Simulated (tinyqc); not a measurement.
# MOS capacitor on a p-type substrate, surface potential from the exact charge relation: what changes with what

Uniform p-type substrate, Boltzmann statistics, full ionisation, classical densities. psi is the surface potential against the body (positive when the bands bend down) and u = psi/Vt. Traps are spread evenly over the gap and neutral at flat band, so their charge is -q Dit psi; the minority quasi-Fermi level is shifted by Vb.

Inputs (values chosen for the exercise); band and dielectric values close to those of silicon: temperature T = 300 K; band gap Eg = 1.12 eV; relative permittivity eps_r = 11.7; conduction-band density of states at T Nc = 2.85e19 cm^-3; valence-band density of states at T Nv = 2.7e19 cm^-3; electron affinity chi = 4.1 eV; acceptor density of the substrate N = 2.1e15 cm^-3; relative permittivity of the gate insulator (close to silicon dioxide) eox = 3.9; insulator thickness tox = 26 nm; gate work function phiM = 4.7 eV; fixed charge at the interface, in units of q Nf = 4.7e10 cm^-2; density of interface traps Dit = 0 cm^-2 eV^-1; reverse bias of the inversion layer against the body Vb = 0 V.

Constants: q = 1.602176634e-19 C, kB = 1.380649e-23 J/K, Vt = kB T/q, eps0 = 8.8541878128e-14 F/cm where lengths are in cm. Results are converted to the units shown.

Each table varies one quantity; the others keep the values above.

## Capacitance-voltage curves

ni = sqrt(Nc Nv) exp(-Eg/(2 Vt)), Eg in volts; phiF = Vt ln(N/ni); Cox = eps0 eox/tox; Vfb = phiM - chi - (Eg - Vt ln(Nv/N)) - q Nf/Cox; Q0 = sqrt(2 eps0 eps_r q N Vt); r = (ni/N)^2 exp(-Vb/Vt); VT = Vfb + [(2 phiF + Vb)(1 + q Dit/Cox) + sqrt(2 eps0 eps_r q N (2 phiF + Vb))/Cox]. u = psi/Vt; F^2 = exp(-u) + u - 1 + r (exp(u) - u - 1); Qs = -sign(u) Q0 F; Cs = -dQs/dpsi = (Q0/Vt) |1 - exp(-u) + r (exp(u) - 1)|/(2 F). psi solves Vg = Vfb + psi + (q Dit psi - Qs)/Cox. Low frequency: 1/C_LF = 1/Cox + 1/(Cs + q Dit). High frequency, in the simple estimate in which traps and minority carriers do not follow: 1/C_HF = 1/Cox + 1/Cd, Cd being Cs with r = 0 at the same psi. Deep depletion: r = 0 and Dit = 0 both in the equation for psi and in Cs. Minority sheet density N_inv = (Q0/(2 q)) int_0^u r (exp(t) - 1)/F(t) dt for u > 0. N_inv under 1 cm^-2 is printed as 0. Regimes: accumulation when majority carriers gather, then depletion up to |psi| = phiF + Vb, weak inversion up to 2 phiF + Vb, strong inversion beyond.

Capacitance-voltage curves:
```
Vg (V)    psi (V)  C_LF/Cox  C_HF/Cox  C_deep/Cox  N_inv (cm^-2)            regime
-1.21    -0.16117   0.93348   0.93348     0.93348              0      accumulation
-0.87    -0.13233   0.89003   0.89003     0.89003              0      accumulation
-0.53   -0.075539   0.73948   0.73948     0.73948              0      accumulation
-0.19    0.091042   0.27305   0.27305     0.27305         8.5179         depletion
0.15      0.36613   0.14559   0.14559     0.14559       1.4398e5    weak inversion
0.48      0.64854   0.27227   0.11187     0.11140       5.6640e9  strong inversion
0.82      0.75453   0.86372   0.10430    0.093253      1.9163e11  strong inversion
1.16      0.78769   0.92767   0.10224    0.081812      4.4494e11  strong inversion
1.5       0.80789   0.95060   0.10104    0.073757      7.0965e11  strong inversion
1.83      0.82210   0.96223   0.10023    0.067850      9.7122e11  strong inversion
```

What does the comparison show, and why?

C_LF/Cox is lowest, 0.146, at Vg = 0.15 V (weak inversion) among the rows listed and is 0.962 in the last row, where C_HF/Cox is 0.100 and the deep-depletion value 0.0678. Vfb = -0.332 V, where C_HF/Cox = 0.466 (Cox in series with eps0 eps_r/LD), and VT = 0.455 V. Over the last two rows psi moves by only 0.043 V a volt of gate bias, since the inversion charge screens the body. In strong accumulation and inversion degeneracy and confinement, left out here, lower the capacitance.

## Effect of the insulator thickness on threshold and swing

ni = sqrt(Nc Nv) exp(-Eg/(2 Vt)), Eg in volts; phiF = Vt ln(N/ni); Cox = eps0 eox/tox; Vfb = phiM - chi - (Eg - Vt ln(Nv/N)) - q Nf/Cox; VT = Vfb + [(2 phiF + Vb)(1 + q Dit/Cox) + sqrt(2 eps0 eps_r q N (2 phiF + Vb))/Cox]. gamma = sqrt(2 eps0 eps_r q N)/Cox; Wm = sqrt(2 eps0 eps_r (2 phiF + Vb)/(q N)); m = 1 + (eps0 eps_r/Wm + q Dit)/Cox; swing m Vt ln 10; Cmin/Cox = 1/(1 + Cox Wm/(eps0 eps_r)).

The same in every row: 2 phiF (V) = 0.6294; Wm (nm) = 622.6.

Effect of the insulator thickness on threshold and swing:
```
tox (nm)  Vfb (V)  gamma (V^0.5)  VT (V)      m  swing (mV/decade)  Cmin/Cox
6.5       -0.2896        0.04970  0.3793  1.031              61.39   0.03037
9.7       -0.2966        0.07417  0.3917  1.047              62.31   0.04466
14        -0.3059         0.1070  0.4084  1.067              63.54   0.06320
21        -0.3212         0.1606  0.4356  1.101              65.55   0.09190
32        -0.3452         0.2447  0.4783  1.154              68.71    0.1336
47        -0.3779         0.3594  0.5366  1.226              73.01    0.1847
70        -0.4280         0.5352  0.6260  1.337              79.61    0.2522
100       -0.4935         0.7646  0.7425  1.482              88.21    0.3252
```

What does the table show?

As tox goes from 6.5 to 100, VT rises from 0.379 to 0.743 V, the swing rises from 61.4 to 88.2 mV/decade and Cmin/Cox rises from 0.0304 to 0.325. Of the change of VT by 0.363 V, -0.204 V comes from Vfb and 0.567 V from the band bending and the charge it takes. m - 1 goes as tox^(1.00), that is as 1/Cox.

## Effect of the relative permittivity of the gate insulator on threshold and swing

Same model as above.

The same in every row: 2 phiF (V) = 0.62940; Wm (nm) = 622.56.

Effect of the relative permittivity of the gate insulator on threshold and swing:
```
eox   Vfb (V)  gamma (V^0.5)   VT (V)       m  swing (mV/decade)  Cmin/Cox
3.9  -0.33210        0.19880  0.45502  1.1253             66.984   0.11134
5    -0.31962        0.15506  0.43279  1.0977             65.344  0.089026
7.5  -0.30488        0.10337  0.40653  1.0652             63.405  0.061166
9    -0.29997       0.086145  0.39777  1.0543             62.758  0.051496
15   -0.29014       0.051687  0.38026  1.0326             61.466  0.031548
22   -0.28545       0.035241  0.37191  1.0222             60.849  0.021728
30   -0.28277       0.025843  0.36713  1.0163             60.496  0.016027
```

What does the comparison show?

As eox goes from 3.9 to 30, VT falls from 0.455 to 0.367 V, the swing falls from 67.0 to 60.5 mV/decade and Cmin/Cox falls from 0.111 to 0.0160. Of the change of VT by -0.0879 V, 0.0493 V comes from Vfb and -0.137 V from the band bending and the charge it takes. m - 1 goes as eox^(-1.00), that is as 1/Cox.

tinyqc, about 0.01 s, one thread, Intel Xeon 2.30GHz (shared host): `OMP_NUM_THREADS=1 python tinyqc.py 2060090 2060091 out.jsonl`
